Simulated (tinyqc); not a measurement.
# Quantum point contact as a saddle point with Zeeman splitting: two studies

Potential V0 - m wx^2 x^2/2 + m wy^2 y^2/2; energies are counted from V0. Mode n = 0, 1, ... transmits T_n(E) = 1/(1 + exp(-2 pi (E - E_n)/wx)), E_n = wy (n + 1/2) +/- Ez/2 for the two spins, Ez = gs muB B, muB = q hbar/(2 m0); each spin carries q^2/h.

Values chosen for this exercise:

| symbol | value | unit | meaning |
|---|---|---|---|
| T | 1.5 | K | temperature |
| wy | 3.5 | meV | transverse quantum hbar wy |
| wx | 1 | meV | curvature of the barrier hbar wx |
| mu | 7.07 | meV | Fermi level above the saddle point |
| gs | 5.6 |  | size of the g factor |
| B | 6 | T | in-plane magnetic field |

Constants: q = 1.602176634e-19 C, kB = 1.380649e-23 J/K, hbar = 1.054571817e-34 J s, m0 = 9.1093837015e-31 kg, Vt = kB T/q. Results are converted to the units shown.

Each table varies one quantity; the others keep the values above.

## Differential conductance at finite bias

g(T) = int g(E) (-df/dE) dE = int g(mu + x kB T) dx/(4 cosh^2(x/2)), g(E) the zero-temperature value at E, g = G/(2 q^2/h). With the bias V split evenly and the saddle held fixed, dI/dV = [g(mu + V/2) + g(mu - V/2)]/2, each thermally averaged.

Differential conductance at finite bias:
```
V (mV)  g(mu + V/2)  g(mu - V/2)  dI/dV
0             2.008        2.008  2.008
0.7           2.078        1.960  2.019
1.4           2.246        1.832  2.039
2.1           2.417        1.641  2.029
2.8           2.484        1.532  2.008
3.5           2.503        1.503  2.003
4.2           2.532        1.484  2.008
4.9           2.641        1.417  2.029
5.6           2.832        1.246  2.039
6.3           2.960        1.078  2.019
7             3.008        1.008  2.008
7.7           3.078       0.9597  2.019
```

What does the table show?

dI/dV moves up and down between 2.00 and 2.04 in units of 2 q^2/h. Right-movers gain modes (2.01 to 3.08) while left-movers lose them (2.01 to 0.960).

## Spin splitting of the first step

Same model as above.

Spin splitting of the first step:
```
B (T)  Ez (meV)  g at mu = wy/2  dg/dmu there (1/meV)
0             0          0.5000                 1.152
1.4      0.4538          0.5000                0.9052
2.8      0.9076          0.5000                0.4658
4.2       1.361          0.5000                0.1779
5.6       1.815          0.5000               0.05662
6.9       2.237          0.5000               0.01776
8.3       2.690          0.5000              0.004808
9.7       3.144          0.5000              0.001314
```

At the middle of the first riser g stays near 1/2, while the slope falls from 1.15 to 0.00131 1/meV. It is below a fifth of its zero-field value from B = 4.2 T on, where Ez = 1.36 meV exceeds the width of the riser, about 1/slope = 0.868 meV at zero field: a plateau at q^2/h has formed.

Range of the model: Orbital effects of the in-plane field and interactions (such as the 0.7 feature) are left out.

Program tinyqc, `OMP_NUM_THREADS=1 python tinyqc.py 2740008 2740009 out.jsonl`; Intel Xeon 2.30GHz, shared host, one thread, about 0.03 s.
